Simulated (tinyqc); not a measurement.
Inside a calculation. Model: two-valley model of the transferred-electron effect. Computed by tinyqc, a small Python program that keeps every step. Command: `OMP_NUM_THREADS=1 python tinyqc.py 3007313 3007314 out.jsonl gunn walk`. One thread of a shared host (Intel(R) Xeon(R) Processor @ 2.30GHz), about 0.01 s of CPU time with the checks. Intermediate numbers are printed to about 6 digits and carried at full precision; extremes and crossings named in words are read from the listed rows.

Both kinds of valley share one electron temperature T_e, and each has a constant mobility.

Inputs (values chosen for the exercise, modelled on CdTe): central-valley mass m1 = 0.098 m_0; satellite-valley mass m2 = 0.3 m_0; satellite valleys Z = 4; valley separation dE = 0.5 eV; central-valley mobility mu1 = 1000 cm^2/(V s); satellite-valley mobility mu2 = 83 cm^2/(V s); energy relaxation time tau_E = 0.72 ps; lattice temperature T = 100 K; electric field F = 9.8 kV/cm; mixing = 0.05; iteration cap = 600; doping n = 1e+15 1/cm^3; device length L = 29 micrometre; permittivity eps = 10.2.

Solver: damped fixed point.

Constants: k_B = 8.617333262e-05 eV/K; eps_0 = 8.8541878128e-12 F/m; e = 1.602176634e-19 C.

## Equilibrium

Density-of-states ratio R = Z (m2/m1)^(3/2); n2/n1 = R exp(-dE/(k_B T_e)); mean mobility mu = (mu1 + mu2 n2/n1)/(1 + n2/n1); energy balance e mu F^2 = (3/2) k_B (T_e - T)/tau_E; v = mu F.

R = 21.4241

n2/n1 without field = 1.35523e-24

low-field mobility = 1000 cm^2/(V s)

dE is 58.0 k_B T, so the satellites are empty without field.

## First two iterations

Fixed point from T_e = T: T_out = T + (2/3) e mu(T_e) F^2 tau_E/k_B, T_new = T_e + mixing (T_out - T_e); stop when |T_out - T_e| is below 1e-6 K.

T_out of iteration 1 = 634.959 K

T_e after iteration 1 = 126.748 K

mu at that T_e = 1000 cm^2/(V s)

T_e after iteration 2 = 152.159 K

## Electron temperature

The formulas are those given above.

Course of the iteration:
```
iteration  T_e (K)  mu (cm^2/(V s))  |T_out - T_e| (K)
1          100.000          1000.00        5.34959e+02
2          126.748          1000.00        5.08211e+02
3          152.159          1000.00        4.82800e+02
4          176.299          1000.00        4.58660e+02
5          199.232          1000.00        4.35727e+02
6          221.018          1000.00        4.13941e+02
7          241.715          1000.00        3.93244e+02
...            ...              ...                ...
382        633.850           997.93        1.31667e-06
383        633.850           997.93        1.24978e-06
384        633.850           997.93        1.18629e-06
385        633.850           997.93        1.12603e-06
386        633.850           997.93        1.06883e-06
387        633.850           997.93        1.01453e-06
388        633.850           997.93        9.62996e-07
```

electron temperature T_e = 633.850 K

Converged in 388 iterations.

## Velocity

The formulas are those given above.

share in the satellites = 0.226146 %

mean mobility = 997.926 cm^2/(V s)

drift velocity = 0.977968 1e7 cm/s

## Peak, valley and negative differential mobility

Using T_e as the parameter, F(T_e) = sqrt(3 k_B (T_e - T)/(2 e mu tau_E)) and v = mu F; find the first maximum and the next minimum of v, and the most negative dv/dF between them.

threshold field = 18.8953 kV/cm

peak velocity = 1.34192 1e7 cm/s

T_e at the threshold = 1512.37 K

field of the velocity minimum = 42.6536 kV/cm

valley velocity = 1.26355 1e7 cm/s

peak-to-valley ratio = 1.06203

most negative differential mobility = -55.7980 cm^2/(V s)

At the threshold k_B T_e is dE/3.8. The field of this run lies below the threshold.

## Does a domain form?

Space charge grows at the rate n e |mu_d|/(eps eps_0) during the transit time L/v, with v the valley velocity; Kroemer's criterion asks n L > eps eps_0 v/(e |mu_d|). Transit frequency v/L.

critical n L = 1.27647e+12 1/cm^2

n L of the device = 2.90e+12 1/cm^2

transit frequency = 4.35707 GHz

n L is 2.27 times the critical product: a borderline case, which this order-of-magnitude rule cannot settle.

## Velocity against field

The formulas are those given above.

The curve:
```
F (kV/cm)  T_e (K)  share in the satellites (%)  v (1e7 cm/s)  low-field line (1e7 cm/s)
0.98        105.35                  2.57986e-21       0.09800                      0.098
2.50        134.81                  4.35756e-16       0.25000                      0.250
4.90        233.74                  3.54941e-08       0.49000                      0.490
6.90        365.20                  2.69640e-04       0.69000                      0.690
9.80        633.85                  2.26146e-01       0.97797                      0.980
14.00      1094.95                  9.66887e+00       1.27587                      1.400
20.00      1593.34                  3.59609e+01       1.34048                      2.000
29.00      2193.20                  6.03233e+01       1.29582                      2.900
49.00      3564.96                  8.07980e+01       1.26950                      4.900
98.00      8645.16                  9.16320e+01       1.56540                      9.800
```

v falls between 20 and 49 kV/cm, while the share in the slow valleys goes from 36 to 81 %: transfer outruns the rise of the field. With constant mobilities n2/n1 tends to R and v ends on the line (mu1 + R mu2) F/(1 + R), a mobility of 124; real satellites saturate instead. Rows with T_e above 3000 K lie outside the range of a Maxwellian in parabolic valleys.

Checks made by the program: field recovered from T_e by the energy balance (relative difference 9e-10).
